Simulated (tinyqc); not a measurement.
Stacked nanosheet transistor, parasitic resistance, capacitance and delay: what each parasitic element costs.

Ns sheets share one contact on top; each has perimeter p = 2 (Ws + ts) and cross-section A = Ws ts; contact width Wc = Ws + 10 nm, stack height Hs = Ns pv. Sheet 1 is the top one. Contact length Lc = CPP - Lg - 2 Lsp, shared by two neighbouring gates. Source and drain sides are equal. The formulas are first-order estimates, not field solutions.

Epitaxy sheet resistance Rsh = re/te, transfer length LT = sqrt(rc/Rsh), contact Rc = [sqrt(rc Rsh)/Wc] coth(Lc/(2 LT)); extension of one sheet Rx = rx Lsp/A. With N sheets: gate Cg = Cinv p N Lg; per side, plate Cp = ks eps0 [Wc (Hs + Hc) - N A]/Lsp, top fringe Cf = (2/pi) ks eps0 Wc ln(1 + Lg/(2 Lsp)), overlap Co = Cinv p N Lov. One sheet: I = p Q vx u/(1 + |u|^1.8)^(1/1.8), Q = Cinv n Vt ln(1 + exp((Vg' - VT + dl Vd')/(n Vt))), u = Vd' mu/(vx Lg), Vg' = Vgs - v, Vd' = Vds - 2 v, with the drop on each side v_j = Rc sum I + rv (sum over levels k = 2..j of the current of sheets k..Ns) + Rx I_j. Ieff = [I(Vgs = Vdd, Vds = Vdd/2) + I(Vdd/2, Vdd)]/2, total currents. With Cs = Cp + Cf + Co, the load of an inverter of two such devices driving an equal one is CL = 2 (Cg + 2 Cs) + 4 Cs + Cw (own drains counted twice for the Miller effect); delay CL Vdd/(2 Ieff). Each row removes one element and keeps the rest.

Inputs (values chosen for the exercise); values close to those of silicon logic devices:
- T = 300 K (temperature)
- Ns = 2 (number of sheets)
- Ws = 12 nm (sheet width)
- ts = 7 nm (sheet thickness)
- pv = 18 nm (vertical pitch of the sheets)
- rv = 239 ohm (vertical resistance between sheet levels)
- CPP = 45 nm (contacted gate pitch)
- Lg = 12 nm (gate length)
- Lsp = 7 nm (spacer length)
- ks = 7 (relative permittivity of the spacer)
- Hc = 20 nm (gate height above the channel stack)
- rc = 1.1e-9 ohm cm^2 (contact resistivity)
- re = 0.00053 ohm cm (resistivity of the source-drain epitaxy)
- te = 15 nm (current-carrying depth of the epitaxy)
- rx = 0.0014 ohm cm (resistivity of the extension)
- Lov = 1.5 nm (gate overlap)
- Cinv = 2.4 uF/cm^2 (inversion capacitance)
- vx = 1.4e7 cm/s (injection velocity)
- mu = 310 cm^2/(V s) (apparent mobility)
- VT = 0.2 V (threshold at zero drain voltage)
- dl = 0.075 V/V (barrier lowering)
- n = 1.23 (subthreshold factor)
- Cw = 0.19 fF (wire load)
- Vdd = 0.8 V (supply voltage)

Constants: q = 1.602176634e-19 C, kB = 1.380649e-23 J/K, eps0 = 8.8541878128e-12 F/m, Vt = kB T/q. Results are converted to the units shown.

One element removed at a time:

|  | Ieff (uA) | CL (aF) | delay (ps) |
|---|---|---|---|
| as given | 79.25 | 335.3 | 1.692 |
| no contact resistance | 93.28 | 335.3 | 1.438 |
| no extension resistance | 93.46 | 335.3 | 1.435 |
| no vertical resistance | 80.64 | 335.3 | 1.663 |
| air spacer (ks = 1) | 79.25 | 267.0 | 1.348 |
| no overlap | 79.25 | 313.4 | 1.582 |
| no wire | 79.25 | 145.3 | 0.7335 |

Gains in delay, largest first: no wire 57 %, air spacer (ks = 1) 20 %, no extension resistance 15 %, no contact resistance 15 %, no overlap 6.5 %, no vertical resistance 1.7 %.

Numbers from tinyqc (`OMP_NUM_THREADS=1 python tinyqc.py 2170101 2170102 out.jsonl`; about 0.07 s on one thread of a shared Intel Xeon 2.30GHz).
